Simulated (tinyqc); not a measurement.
Bulk resistivity and mean free path from two films.

Inverse problem. In the thick-film limit single-crystal films obey rho = rho0 (1 + 3 (1 - ps) lam/(8 d)). Find rho0, lam and the product rho0 lam.

Values chosen for this exercise:
- ps = 0 (specular share of surface scattering)

rho at d = 64 and 220 nm (uohm cm): [2.1271563, 1.8384455]

Answer. rho is a straight line in 1/d: the intercept is rho0 and the slope (3/8)(1 - ps) rho0 lam. Without ps only the product (1 - ps) lam could be found.

rho0 = 1.72 uohm cm
lam = 40.4 nm
rho0 lam = 69.5 uohm cm nm

Program tinyqc, `OMP_NUM_THREADS=1 python tinyqc.py 2100053 2100054 out.jsonl`; Intel Xeon 2.30GHz, shared host, one thread, about 0.01 s.
